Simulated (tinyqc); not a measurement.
Inside a calculation. Model: ballistic Schottky-barrier transistor with a one-dimensional channel, WKB contacts.

Program tinyqc, `OMP_NUM_THREADS=1 python tinyqc.py 2390039 2390040 out.jsonl`; Intel Xeon 2.30GHz, shared host, one thread, about 0.04 s. Printed values are rounded.

Source Fermi level 0, drain Fermi level -Vd. Far from the contacts Ec = pn - psi, and the gate moves psi one to one; the band edges relax as exp(-x/lam) from pn at the source and pn - Vd at the drain; Ev = Ec - Eg. A carrier of energy w inside the channel band meets at a contact a barrier of height D (the contact edge beyond the channel edge): T = 1 for w >= D, else exp(-S), S = 4 lam sqrt(m/C) [sqrt(D - w) - sqrt(w) arctan sqrt((D - w)/w)], C = hbar^2/(2 m0). The two contacts combine as Ts Td/(Ts + Td - Ts Td).

Parameters, values chosen for the exercise; channel values close to those of a germanium nanowire: temperature T = 350 K; band gap Eg = 0.66 eV; barrier for electrons at both contacts pn = 0.59 eV; electron mass mn = 0.12 m0; hole mass mp = 0.15 m0; valleys or subbands g = 2; screening length at the contacts lam = 1.6 nm; drain bias Vd = 0.5 V; band shift psi of the channel by the gate ps = 0.74 V; energy of one carrier inside the channel band w0 = 0.16 eV; upper end of the grid wm = 0.95 eV; points of the grid nE = 17.

Constants: q = 1.602176634e-19 C, kB = 1.380649e-23 J/K, hbar = 1.054571817e-34 J s, h = 6.62607015e-34 J s, m0 = 9.1093837015e-31 kg, Vt = kB T/q, hbar^2/(2 m0) = 0.0380998212 eV nm^2. Results are converted to the units shown.

Range of the model: No scattering, image-force lowering, channel charge or band-to-band tunnelling; parabolic kappa overstates S deep in the gap.

## Band edges and barriers

Electrons: Ds = psi, Dd = psi - Vd, Es = Ec, Ed = Ec + Vd. Holes: Ds = -psi, Dd = Vd - psi, Es = -Ev, Ed = -Ev - Vd. The size of each current is taken; both flow from drain to source and add.

Ec = -0.15 eV
Ev = -0.81 eV
D for electrons (eV): source 0.740000, drain 0.240000
D for holes (eV): source -0.740000, drain -0.240000

A negative D is no barrier. Here the electrons carry the larger current.

## Transmission of one of the electrons

S and T at both contacts for w = w0, and the tunnelling distance lam ln(D/w) at the higher barrier.

S at the source = 3.71082
S at the drain = 0.416287
combined T = 0.0241526
tunnelling distance = 2.45036 nm

## Current of the electrons on a coarse grid

I = g (2 q^2/h) int T(w) [f(Es + w) - f(Ed + w)] dw, f(y) = 1/(1 + exp(y/Vt)). Electrons: Ds = psi, Dd = psi - Vd, Es = Ec, Ed = Ec + Vd. Holes: Ds = -psi, Dd = Vd - psi, Es = -Ev, Ed = -Ev - Vd. The size of each current is taken; both flow from drain to source and add. Simpson's rule on nE equally spaced w from 0 to wm.

w, point 0 to 16 (eV): [0.000000, 0.059375, 0.118750, 0.178125, 0.237500, 0.296875, 0.356250, 0.415625, 0.475000, 0.534375, 0.593750, 0.653125, 0.712500, 0.771875, 0.831250, 0.890625, 0.950000]
Ts, point 0 to 16: [5.71013e-5, 0.00297372, 0.0120642, 0.0319943, 0.0678491, 0.124341, 0.204814, 0.310220, 0.438219, 0.582479, 0.732183, 0.871440, 0.976592, 1, 1, 1, 1]
Td, point 0 to 16: [0.00383206, 0.146516, 0.422925, 0.761618, 0.998022, 1, 1, 1, 1, 1, 1, 1, 1, 1, 1, 1, 1]
T, point 0 to 16: [5.62661e-5, 0.00292309, 0.0118689, 0.0316771, 0.0678400, 0.124341, 0.204814, 0.310220, 0.438219, 0.582479, 0.732183, 0.871440, 0.976592, 1, 1, 1, 1]
size of the supply difference, point 0 to 16: [0.993119, 0.952787, 0.738100, 0.282417, 0.0520978, 0.00761680, 0.00107069, 1.49659e-4, 2.09024e-5, 2.91906e-6, 4.07644e-7, 5.69271e-8, 7.94980e-9, 1.11018e-9, 1.55036e-10, 2.16506e-11, 3.02348e-12]
current = 0.233115 uA

A converged quadrature gives 0.2336 uA; this grid is 0.20 % below that. Under 0.001 % of it passes over both barriers, the rest tunnels. The other carrier adds 1.61e-4 uA.
